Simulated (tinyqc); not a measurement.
# Undoped gate-all-around wire MOSFET, analytic charge model: effect of the temperature

An undoped round wire of radius R under an insulator shell and a surrounding gate; long channel, electrons only, n = ni exp((psi - V)/Vt) with V the quasi-Fermi potential (0 at the source, Vd at the drain), constant mobility, no quantisation. The radial Poisson equation gives n(r) = n(0)/(1 - (1 - b) r^2/R^2)^2 with b = Q0/(Q + Q0). Q is the electron charge per area of the wire surface.

Nc and Nv are given at 273 K and scale as (T/273 K)^1.5; Eg and mu are held fixed. ni = sqrt(Nc Nv) exp(-Eg/(2 Vt)), Eg in volts; Cox = eps0 eox/(R ln(1 + tox/R)); Q0 = 4 eps0 eps_r Vt/R; V0 = dphi + Vt ln[8 eps0 eps_r Vt/(q ni R^2)]. Q solves Vg - V0 - V = Q/Cox + Vt ln(Q/Q0) + Vt ln(1 + Q/Q0). I = mu (2 pi R/L)[2 Vt (Qs - Qd) + (Qs^2 - Qd^2)/(2 Cox) + Vt Q0 ln((Qd + Q0)/(Qs + Q0))], with Qs at V = 0 and Qd at V = Vd.  I(low) is taken at Vg = 0.15 V, Qs and I(high) at Vg = 0.9 V.

Values chosen for this exercise; material values close to those of silicon: band gap Eg = 1.12 eV; relative permittivity of the semiconductor eps_r = 11.7; conduction-band density of states at the reference temperature Nc = 2.47e19 cm^-3; valence-band density of states at the reference temperature Nv = 2.26e19 cm^-3; relative permittivity of the gate insulator eox = 22.7; insulator thickness tox = 4.9 nm; wire radius R = 10 nm; gate work function less that of the intrinsic body dphi = -0.09 V; channel mobility mu = 500 cm^2/(V s); gate length L = 0.5 um; drain voltage Vd = 0.1 V.

Constants: q = 1.602176634e-19 C, kB = 1.380649e-23 J/K, Vt = kB T/q, eps0 = 8.8541878128e-14 F/cm where lengths are in cm. Results are converted to the units shown.

Result of one run:
```
T (K)	V0 (V)	I(low) (nA)	Qs(high) (nC/cm^2)	I(high) (uA)
340	0.3799	0.08454	1813	10.04
```

What becomes of these results when the temperature T is changed from 340 to 370 K, all else the same?

Result of the changed run:
```
T (K)	V0 (V)	I(low) (nA)	Qs(high) (nC/cm^2)	I(high) (uA)
370	0.3706	0.2503	1815	10.07
```

The whole series:
```
T (K)	V0 (V)	I(low) (nA)	Qs(high) (nC/cm^2)	I(high) (uA)
220	0.4158	7.579e-5	1834	10.10
250	0.4070	7.873e-4	1824	10.06
280	0.3981	0.005100	1818	10.03
310	0.3891	0.02355	1814	10.03
340	0.3799	0.08454	1813	10.04
370	0.3706	0.2503	1815	10.07
400	0.3612	0.6372	1819	10.11
430	0.3517	1.437	1824	10.16
```

As T goes from 220 to 430 K, I(low) rises from 7.58e-5 to 1.44 nA and I(high) goes from 10.1 through a minimum of 10.0 (at T = 310 K among the rows listed) to 10.2 uA. V0 falls from 0.416 to 0.352 V. In every row the surface density at the source at the higher gate voltage passes 0.3 Nc, where Boltzmann statistics fail. In every row the mobility is held fixed, though a real one changes with T.

tinyqc, about 0.02 s, one thread, Intel Xeon 2.30GHz (shared host): `OMP_NUM_THREADS=1 python tinyqc.py 2460016 2460017 out.jsonl`
